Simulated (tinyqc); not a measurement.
Signal and retention of a DRAM cell: two steps of the calculation.

A stored one starts at Vd and leaks: Cs dV/dt = -I(V), I = a sqrt((V + Vb)/(Vd + Vb)) + b, with a = Ig exp[-(Eg1 q/kB)(1/T - 1/T0)] (generation in a depletion layer) and b = Is exp[-(Es q/kB)(1/T - 1/T0)]. The bit line is precharged to Vd/2, and charge sharing gives the signal (V - Vd/2) Cs/(Cs + Cb).

Inputs (values chosen for the exercise): array voltage Vd = 1.3 V; cell capacitance Cs = 21 fF; built-in plus back-bias voltage of the storage junction Vb = 1.35 V; junction leakage at V = Vd and T0 Ig = 3.3 fA; voltage-independent leakage at T0 Is = 0.089 fA; activation energy of Is Es = 0.38 eV; reference temperature T0 = 358 K; temperature T = 358 K; deviation of ln(retention time) over the cells sg = 0.96; cells Nc = 8.59e9; refresh interval tr = 64 ms; activation energy of Ig Eg1 = 0.59 eV.

Constants: q = 1.602176634e-19 C, kB = 1.380649e-23 J/K. Results are converted to the units shown.

Problem 1. Retention time. With s = sqrt((Vc + Vb)/(Vd + Vb)), the time from Vd to Vc is t = [2 Cs (Vd + Vb)/a] [1 - s - (b/a) ln((a + b)/(a s + b))].

Vc = 0.84485714 V

Give: a; b; retention time; estimate with the current held at a + b.

Solution 1.

a = 3.3000 fA
b = 0.089000 fA
retention time = 2.9494 s
estimate with the current held at a + b = 2.8203 s

Problem 2. Failing cells. This time is the median of a log-normal spread: failing cells = Nc erfc(z/sqrt 2)/2, z = ln(t/tr)/sg. One failure is expected at the interval where that count equals 1.

retention time = 2.9493645 s

Find: z; failing cells; interval for one failure.

Solution 2.

z = 3.990
failing cells = 2.837e5
interval for one failure = 6.719 ms

The weakest cell of the array lies about 6.34 deviations out, a factor of 439 below the median; the chosen interval is longer than that time.

Range of the model: Real arrays also hold a tail of unusually leaky cells and cells whose retention varies in time, which this model lacks.

Program tinyqc, `OMP_NUM_THREADS=1 python tinyqc.py 2130118 2130119 out.jsonl`; Intel Xeon 2.30GHz, shared host, one thread, about 0.01 s.
